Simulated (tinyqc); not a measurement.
Inside a calculation: exciton in a hard-walled quantum well (variational). Values are carried at full precision from step to step, so a last printed digit may differ when a step is redone from the rounded ones.

Constants: Ry = 13.60569312 eV; a0 (Bohr radius) = 0.5291772105 angstrom; hbar^2/2m0 = 3.80998211 eV angstrom^2; e^2/(4 pi eps0) = 14.39964547 eV angstrom.

Values chosen for the exercise (near those of InGaAs; shifted at random, so the results belong to these values and not to a real crystal):
```
symbol  value                               unit      meaning
me      0.041                               m0        electron mass
mh      0.108                               m0        hole mass
eps     14.2                                          dielectric constant
Eg      0.827                               eV        gap
L       162                                 angstrom  well width
lams    (98, 138, 167, 197, 236, 295, 394)  angstrom  trial lengths
```

## Exciton units

1/mu = 1/me + 1/mh, Ry* = Ry mu/eps^2, a* = a0 eps/mu.

mu = 0.02972 m0
Ry* = 2.005 meV
a* = 252.85 angstrom

## Hydrogen-like series

Binding Ry*/n^2 in three dimensions and Ry*/(n - 1/2)^2 in two; strengths relative to n = 1 go as 1/n^3 and (1/2)^3/(n - 1/2)^3. Lines at Eg less the binding.

Series:
```
n  3D binding (meV)  3D line (eV)  3D strength  2D binding (meV)  2D line (eV)  2D strength
1              2.01        0.8250       1.0000              8.02        0.8190       1.0000
2              0.50        0.8265       0.1250              0.89        0.8261       0.0370
3              0.22        0.8268       0.0370              0.32        0.8267       0.0080
4              0.13        0.8269       0.0156              0.16        0.8268       0.0029
```

## The form factor

Electron and hole in the lowest states cos(pi z/L) of a hard-walled well; relative motion in the plane exp(-rho/lam). E(lam) = c/(mu lam^2) - (q/eps) <1/r>, <1/r> = integral over k from 0 to infinity of F(kL) (1 + (k lam/2)^2)^(-3/2), F(x) = [3x + 8 pi^2/x - 32 pi^4 (1 - exp(-x))/(x^2 (x^2 + 4 pi^2))]/(x^2 + 4 pi^2); c = hbar^2/2m0, q = e^2/(4 pi eps0). E is counted from the subband edge.

F at k = 0.5/a*, 1/a*, 2/a*, 4/a* and 8/a*.

Form factor:
```
k a*     k L       F
0.5   0.3203  0.9370
1.0   0.6407  0.8799
2.0   1.2814  0.7810
4.0   2.5628  0.6295
8.0   5.1255  0.4409
```

## Scan over the trial length

Evaluate the integral numerically for each lam.

Scan:
```
lam (angstrom)  <1/r> (1/angstrom)  kinetic (meV)  Coulomb (meV)  E (meV)
98                         0.01370         13.349        -13.892   -0.543
138                        0.01062          6.732        -10.772   -4.040
167                        0.00915          4.597         -9.282   -4.685
197                        0.00801          3.303         -8.128   -4.824
236                        0.00691          2.302         -7.002   -4.701
295                        0.00572          1.473         -5.796   -4.323
394                        0.00444          0.826         -4.502   -3.676
```

## The minimum

Minimise E over lam.

lam = 196.8 angstrom
binding energy = 4.82 meV
in Ry* = 2.406
lam/a* = 0.778

The strict two-dimensional limit is 4 Ry* with lam = a*/2; L/a* = 0.64 here.

## Checks

- Binding of a very thin well (L = a*/5000) against 4 Ry*, meV: both 8.0.
- F(3) from a double integral on a grid against the closed form: both 0.5885.

(tinyqc, `OMP_NUM_THREADS=1 python tinyqc.py 1250877 1250878 out.jsonl`, Intel(R) Xeon(R) Processor @ 2.30GHz, 1 thread, shared host, about 0.02 s.)
